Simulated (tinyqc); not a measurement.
CMOS latch-up, two-transistor model: effect of the substrate resistance shunting the npn.

A parasitic pnp (emitter at Vdd, base shunted by Rw) and npn (emitter at ground, base shunted by Rs) feed each other: the npn collector current flows out of the pnp base node, the pnp collector current into the npn base node. Forward-active transistors with constant gains: Icn = Isn exp(Vn/Vt), Icp = Isp (exp(Vp/Vt) - 1). A current Ii is injected into the npn base node.

Node equations: Vp/Rw + Icp/bp = Icn and Vn/Rs + Icn/bn = Icp + Ii. Loop gain G = gn gp/[(1/Rw + gp/bp)(1/Rs + gn/bn)], gn = Icn/Vt, gp = (Icp + Isp)/Vt; the off state ends where G = 1, and Ii there is the trigger current. On state with both base-emitter voltages at Von: npn base current Ib = (Von/Rs + bp Von/Rw)/(bn bp - 1), holding current Ih = (bn + 1) Ib + Von/Rs, holding voltage Vh = Vsat + Von + R2 (Ib + Von/Rs).

Inputs (values chosen for the exercise); values close to those of bulk CMOS: temperature T = 350 K; current gain of the npn bn = 12; current gain of the pnp bp = 3; saturation current of the npn at T Isn = 2.5e-13 A; saturation current of the pnp at T Isp = 7.3e-13 A; well resistance shunting the pnp Rw = 1000 ohm; resistance from the pnp collector to the npn base R2 = 470 ohm; base-emitter voltage in the on state Von = 0.67 V; saturation voltage Vsat = 0.11 V; supply voltage Vdd = 1.2 V.

Constants: q = 1.602176634e-19 C, kB = 1.380649e-23 J/K, Vt = kB T/q. Results are converted to the units shown.

Result of one run:
```
Vn at trigger (V),trigger current (mA),Ih (mA),Vh (V)
0.6501,14.43,21.17,8.005
```

Which substrate resistance shunting the npn Rs gave this result: 23, 45, 170 or 1200 ohm?

Rs = 45 ohm.

The whole series:
```
Rs (ohm),Vn at trigger (V),trigger current (mA),Ih (mA),Vh (V)
12,0.6652,54.57,77.32,27.80
23,0.6541,28.29,40.70,14.89
45,0.6501,14.43,21.17,8.005
86,0.6481,7.552,11.43,4.573
170,0.6467,3.832,6.152,2.712
320,0.6457,2.050,3.618,1.819
620,0.6448,1.074,2.229,1.329
1200,0.6442,0.5718,1.512,1.077
```

As Rs goes from 12 to 1200 ohm, the trigger current falls from 54.6 to 0.572 mA, Ih falls from 77.3 to 1.51 mA and Vh falls from 27.8 to 1.08 V. Vh exceeds the supply Vdd = 1.2 V, which then cannot sustain a latched state, in 7 of the 8 rows. The trigger current goes as Rs^(-0.99): most of it flows through the shunt. For Rs = 12 the holding current passes 50 mA, where high injection lowers the gains.

Computed by the program tinyqc: `OMP_NUM_THREADS=1 python tinyqc.py 2670013 2670014 out.jsonl`, one thread of a shared Intel Xeon 2.30GHz, about 0.04 s for the whole run.
